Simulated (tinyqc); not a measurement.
CMOS inverter, nodal equation and switching: effect of the temperature.

An n-channel pull-down (bn, VTn) and a p-channel pull-up (bp, VTp) share the input Vin and the output node Vout, which carries the load C. Transistor (EKV form, voltages against the body): I = 2 n b Vt^2 [F(vp - Vs) - F(vp - Vd)] from drain to source, F(v) = ln^2(1 + exp(v/(2 Vt))), vp = (Vg - VT + sg |Vd - Vs|)/n. n-channel bodies are at 0; for the p-channel device all voltages are counted down from Vdd. b in uA/V^2 gives I in uA. Static: In = Ip. Transient: C dVout/dt = Ip - In. No velocity saturation, no gate capacitance beyond C.

VM solves In = Ip with Vin = Vout; VIL and VIH are the inputs of gain -1, NML = VIL - Vout(VIH), NMH = Vout(VIL) - VIH. For a step input the delay to Vdd/2 is tHL = C times the integral of dV/(In - Ip) from Vdd/2 to Vdd at Vin = Vdd, and tLH likewise with Ip - In from 0 to Vdd/2 at Vin = 0. Thresholds, gain factors and n are held fixed.

Parameters, values chosen for the exercise:
```
symbol,value,unit,meaning
Vdd,0.5,V,supply voltage
n,1.23,,slope factor
sg,0.113,,drain-induced barrier lowering
VTn,0.33,V,n-channel threshold
VTp,0.39,V,p-channel threshold (magnitude)
bn,240,uA/V^2,gain factor of the pull-down transistor
bp,480,uA/V^2,gain factor of the pull-up transistor
C,0.56,fF,load capacitance
```

Constants: q = 1.602176634e-19 C, kB = 1.380649e-23 J/K, Vt = kB T/q. Results are converted to the units shown.

Effect of the temperature:

| T (K) | VM (V) | gain at VM | NML (V) | NMH (V) | tHL (ps) | tLH (ps) |
|---|---|---|---|---|---|---|
| 220 | 0.2309 | -8.849 | 0.1795 | 0.2221 | 31.81 | 30.43 |
| 250 | 0.2321 | -8.848 | 0.1776 | 0.2175 | 31.67 | 29.97 |
| 280 | 0.2334 | -8.844 | 0.1756 | 0.2128 | 31.46 | 29.39 |
| 310 | 0.2346 | -8.835 | 0.1736 | 0.2080 | 31.20 | 28.72 |
| 340 | 0.2359 | -8.817 | 0.1716 | 0.2031 | 30.87 | 27.99 |
| 370 | 0.2372 | -8.784 | 0.1696 | 0.1982 | 30.49 | 27.20 |
| 400 | 0.2385 | -8.733 | 0.1675 | 0.1933 | 30.06 | 26.38 |
| 430 | 0.2398 | -8.656 | 0.1654 | 0.1883 | 29.59 | 25.55 |

As T goes from 220 to 430 K, VM rises from 0.231 to 0.240 V, the size of the gain falls from 8.85 to 8.66, tHL falls from 31.8 to 29.6 ps and tLH falls from 30.4 to 25.5 ps. The smaller margin is largest, 0.180 V, at T = 220 K among the rows.

tinyqc, about 0.04 s, one thread, Intel Xeon 2.30GHz (shared host): `OMP_NUM_THREADS=1 python tinyqc.py 2340022 2340023 out.jsonl`
